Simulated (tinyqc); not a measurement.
## Read current of a NAND string, cells in series solved by shooting: effect of the read voltage on the selected word line

Cells in series, numbered from 0 at the source line (0 V) to the bit line, each followed by a gap resistance Rg. A cell with gate Vg, threshold VT, source Vs and drain Vd passes I = 2 nf K Vt^2 [F(Vs) - F(Vd)]/(1 + th max(Vg - VT, 0)), F(V) = ln^2(1 + exp((Vg - VT - nf V)/(2 nf Vt))). The selected cell has Vg = Vr, the others Vg = Vp.

For a trial current I start at 0 V and, cell by cell, solve for the drain: sqrt(F(Vd)) = sqrt(F(Vs) - I/k), k = 2 nf K Vt^2/(1 + th max(Vg - VT, 0)), Vd = [Vg - VT - 2 nf Vt ln(exp(sqrt F) - 1)]/nf, then add I Rg. The string current is the I for which the last node reaches Vbl. The apparent threshold is the Vr at which I = Is. Background: all other cells erased (VT = Ve) or all in the highest state (VT = Vh); ratio and shift are high over erased and high minus erased. The string has 32 cells and the selected one is cell 16.

Values chosen for this exercise; values of the order met in vertical NAND strings:
- T = 300 K (temperature)
- K = 3.4 uA/V^2 (gain factor of a cell)
- nf = 2.5 (slope factor)
- th = 0.08 1/V (mobility reduction factor)
- Rg = 15 kohm (resistance of the gap between cells)
- Vbl = 0.3 V (bit-line voltage)
- Vp = 8 V (pass voltage)
- Ve = -1.4 V (threshold of an erased cell)
- Vh = 3.7 V (threshold of the highest state)
- Vx = 1.7 V (threshold of the selected cell)
- Is = 50 nA (sensing current)

Constants: q = 1.602176634e-19 C, kB = 1.380649e-23 J/K, Vt = kB T/q. Results are converted to the units shown.

The same in every row: apparent VT, erased (V) = 2.101; apparent VT, high (V) = 2.191; background shift (mV) = 89.90.

Result of one run:

| Vr (V) | I, others erased (uA) | I, others high (uA) | ratio |
|---|---|---|---|
| 1.4 | 9.925e-5 | 9.904e-5 | 0.9978 |

What becomes of these results when the read voltage on the selected word line Vr is changed from 1.4 to 2.2 V, all else the same?

Result of the changed run:

| Vr (V) | I, others erased (uA) | I, others high (uA) | ratio |
|---|---|---|---|
| 2.2 | 0.06630 | 0.05098 | 0.7689 |

The whole series:

| Vr (V) | I, others erased (uA) | I, others high (uA) | ratio |
|---|---|---|---|
| 1.4 | 9.925e-5 | 9.904e-5 | 0.9978 |
| 1.8 | 0.01115 | 0.009941 | 0.8919 |
| 2.2 | 0.06630 | 0.05098 | 0.7689 |
| 2.6 | 0.1049 | 0.07136 | 0.6803 |
| 3 | 0.1153 | 0.07592 | 0.6584 |
| 3.4 | 0.1199 | 0.07785 | 0.6493 |
| 3.8 | 0.1225 | 0.07893 | 0.6444 |
| 4.2 | 0.1242 | 0.07962 | 0.6412 |

As Vr goes from 1.4 to 4.2 V, the current with erased neighbours rises from 9.93e-5 to 0.124 uA, that with high neighbours rises from 9.90e-5 to 0.0796 uA and the ratio falls from 0.998 to 0.641. The apparent thresholds do not depend on Vr.

Program tinyqc, `OMP_NUM_THREADS=1 python tinyqc.py 2142110 2142111 out.jsonl`; Intel Xeon 2.30GHz, shared host, one thread, about 0.2 s.
